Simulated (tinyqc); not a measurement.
From results back to parameters: Koster-Slater impurity in an sp3s* host.

Problem. In the Koster-Slater model a defect shifts the s level of its site by Vs and the p levels by Vp; an A1 level solves 1/Vs = G_s(E) and a T2 level 1/Vp = G_p(E), E from the top of the valence band. A defect has an A1 level at E = 0.9175 eV, one of the energies of the table, and a T2 level at 0.3058 eV.

G(E) of the host (1/eV):
```
E (eV)         G_s         G_p
0.0000  -0.0669977   0.1029615
0.1529  -0.0795495   0.0633477
0.3058  -0.0938854   0.0357154
0.4587  -0.1107035   0.0112473
0.6117  -0.1310684  -0.0127950
0.7646  -0.1567806  -0.0385251
0.9175  -0.1913328  -0.0689115
1.0704  -0.2434183  -0.1107706
1.2233  -0.3673690  -0.2090098
```

Find: Vs, Vp.

Solution. Read G_s and G_p at the two energies and invert them. Vs is attractive and pulls its level down from the conduction bands. Vp is repulsive and pushes its level up from the valence bands.

Vs, Vp (eV): -5.2  28.0

Program tinyqc; command `OMP_NUM_THREADS=1 python tinyqc.py 1482487 1482488 out.jsonl`; about 0.03 s on one thread of a shared Intel(R) Xeon(R) Processor @ 2.30GHz.
